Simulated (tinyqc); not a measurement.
Inside a calculation. Method: G0W0 on RHF in the 6-31g basis, for H2, spin multiplicity 1. One step of it, computed by the program tinyqc.

Task: Integrals over molecular orbitals. (pq|rs) = sum C_ip C_jq C_kr C_ls (ij|kl), one index at a time.

coefficients C:
```
,MO1,MO2,MO3,MO4
1H 1s,0.338262,0.108887,0.735158,-1.187237
1H 2s,0.254193,1.906967,-0.681844,1.409831
2H 1s,0.338262,-0.108887,0.735158,1.187237
2H 2s,0.254193,-1.906967,-0.681844,-1.409831
```

core Hamiltonian H = T + V (hartree):
```
,1H 1s,1H 2s,2H 1s,2H 2s
1H 1s,-1.023844,-0.951659,-0.919564,-0.832858
1H 2s,-0.951659,-0.944306,-0.832858,-0.884893
2H 1s,-0.919564,-0.832858,-1.023844,-0.951659
2H 2s,-0.832858,-0.884893,-0.951659,-0.944306
```

Two-electron integrals (ij|kl) in chemists' order, unique and non-zero (hartree):
```
i,j,k,l,(ij|kl)
1,1,1,1,1.076566
2,1,1,1,0.578470
2,1,2,1,0.329423
2,2,1,1,0.587396
2,2,2,1,0.361304
2,2,2,2,0.453150
3,1,1,1,0.477026
3,1,2,1,0.269496
3,1,2,2,0.290850
3,1,3,1,0.263187
3,2,1,1,0.377195
3,2,2,1,0.226673
3,2,2,2,0.269070
3,2,3,1,0.226724
3,2,3,2,0.214988
3,3,1,1,0.707512
3,3,2,1,0.429549
3,3,2,2,0.511962
3,3,3,1,0.477026
3,3,3,2,0.462582
3,3,3,3,1.076566
4,1,1,1,0.462582
4,1,2,1,0.264171
4,1,2,2,0.291029
4,1,3,1,0.226724
4,1,3,2,0.193898
4,1,3,3,0.377195
4,1,4,1,0.214988
4,2,1,1,0.497766
4,2,2,1,0.307545
4,2,2,2,0.389610
4,2,3,1,0.264489
4,2,3,2,0.253369
4,2,3,3,0.497766
4,2,4,1,0.253369
4,2,4,2,0.349644
4,3,1,1,0.429549
4,3,2,1,0.262215
4,3,2,2,0.320130
4,3,3,1,0.269496
4,3,3,2,0.264171
4,3,3,3,0.578470
4,3,4,1,0.226673
4,3,4,2,0.307545
4,3,4,3,0.329423
4,4,1,1,0.511962
4,4,2,1,0.320130
4,4,2,2,0.416850
4,4,3,1,0.290850
4,4,3,2,0.291029
4,4,3,3,0.587396
4,4,4,1,0.269070
4,4,4,2,0.389610
4,4,4,3,0.361304
4,4,4,4,0.453150
```

Give: one-electron integrals over orbitals h = C^T H C; Two-electron integrals over orbitals.

Result:

one-electron integrals over orbitals h = C^T H C (hartree):
```
,1,2,3,4
1,-1.295,0.000,-0.176,0.000
2,0.000,-0.533,0.000,0.209
3,-0.176,0.000,-0.223,0.000
4,0.000,0.209,0.000,0.265
```

Two-electron integrals over orbitals (pq|rs), unique and non-zero (hartree):
```
p,q,r,s,(pq|rs)
1,1,1,1,0.677
2,1,2,1,0.072
2,2,1,1,0.431
2,2,2,2,0.382
3,1,1,1,0.176
3,1,2,2,0.045
3,1,3,1,0.113
3,2,2,1,-0.025
3,2,3,2,0.038
3,3,1,1,0.539
3,3,2,2,0.377
3,3,3,1,0.119
3,3,3,3,0.461
4,1,2,1,-0.078
4,1,3,2,-0.014
4,1,4,1,0.145
4,2,1,1,-0.143
4,2,2,2,-0.050
4,2,3,1,-0.070
4,2,3,3,-0.092
4,2,4,2,0.063
4,3,2,1,-0.073
4,3,3,2,3.71e-03
4,3,4,1,0.120
4,3,4,3,0.115
4,4,1,1,0.692
4,4,2,2,0.440
4,4,3,1,0.209
4,4,3,3,0.557
4,4,4,2,-0.167
4,4,4,4,0.773
```
